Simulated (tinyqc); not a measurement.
Changing the pH: potential-pH (Pourbaix) lines of a metal, its cation, its oxide and an oxyanion, with a complexing ligand. Computed by tinyqc, a small Python program. Command: `OMP_NUM_THREADS=1 python tinyqc.py 3029636 3029637 out.jsonl pourb sweep`. One thread of a shared host (Intel(R) Xeon(R) Processor @ 2.30GHz), about 0.01 s of CPU time with the checks.

Potentials are against the standard hydrogen electrode; solids and water have unit activity; dG_f of M, H+ and the electron is zero; F = e N_A and s = R T ln(10)/F. The cation carries z = 2.

Inputs (values chosen for the exercise, modelled on copper):
```
quantity                                      value      unit
dG_f of the cation                             64.9    kJ/mol
dG_f of the oxide                           -129.43    kJ/mol
dG_f of the oxyanion                        -192.76    kJ/mol
dG_f of water                               -237.14    kJ/mol
temperature T                                298.15         K
log10 of the dissolved activity a                -4         -
potential E                                       1         V
log10 of the stability constant beta of ML       13         -
pKa of HL                                       8.5         -
total ligand c_L                              0.047     mol/L
limiting current density i_L                0.00038    A/cm^2
molar volume V_m                               7.11  cm^3/mol
```

Species: M, M2+, MO, MO2(2-).

exchange current densities, metal and cathodic (A/cm^2): 1.3e-07  2.9e-10

Tafel slopes, anodic and cathodic (mV/decade): 80  150

Constants: R = 8.314462618 J/(mol K); e = 1.602176634e-19 C; N_A = 6.02214076e+23 1/mol.

Method:
- M2+ + 2e = M; MO + 2H+ + 2e = M + H2O; MO2(2-) + 4H+ + 2e = M + 2H2O. For each, E0 = -dG/(z F), and E = E0 + (s/z) log10 a - (s n_H/z) pH, with no activity term for the oxide.
- The metal is stable below the lowest of the three lines; above it, the species of the lowest line is stable. Water lines at 1 bar: hydrogen E = -s pH, oxygen E = -dG_f(water)/(2F) - s pH.
- The free ligand is c_L/(1 + 10^(pKa - pH)) (ligand in excess); dissolved metal is a in all, so the free cation is a/alpha, alpha = 1 + beta [L]; the cation line drops by (s/z) log10 alpha.
- Anodic i = i0a 10^((E - E_a)/b_a) with E_a the cation line with ligand; cathodic i = i0c 10^((E_c - E)/b_c) with E_c the oxygen line; supply caps the cathodic current, 1/i_c = 1/i(Tafel) + 1/i_L. E_corr makes the two currents equal. Without the cap it would be [b_c E_a + b_a E_c + b_a b_c log10(i0c/i0a)]/(b_a + b_c). Rate = i V_m/(z F). Films are left out.

One run for each value; columns: (1) pH; (2) upper limit of immunity (V); (3) cation line with ligand (V); (4) corrosion potential E_corr (V); (5) etch rate (nm/min); (6) log10 alpha:
```
(1)        (2)       (3)          (4)     (5)     (6)
1.0    0.21800   0.09459   3.2369e-01  2.1001   4.172
2.5    0.21800   0.05022   2.6616e-01  1.4376   5.672
4.0    0.21800   0.00585   2.0785e-01  0.9626   7.172
5.5    0.21800  -0.03850   1.4903e-01  0.6349   8.672
7.0    0.14405  -0.08249   9.0121e-02  0.4131  10.159
8.5    0.05531  -0.11835   3.6333e-02  0.2466  11.371
10.0  -0.03343  -0.12686   2.9265e-04  0.1116  11.659
11.5  -0.12216  -0.12724  -3.0648e-02  0.0463  11.672
13.0  -0.21090  -0.12725  -6.1448e-02  0.0191  11.672
```

Describe the trends.

Over the rows, upper limit of immunity (V) falls from 0.218 to -0.211, flat over part of the range; cation line with ligand (V) falls from 0.0946 to -0.127; corrosion potential E_corr (V) falls from 0.324 to -0.0614.

Caution (all rows): other oxidation states, hydroxides and hydrides are left out, and the lines say nothing of rates. Caution (rows 13.0): at this pH the oxide, not the cation, is the stable product, and a film would cut the rate.
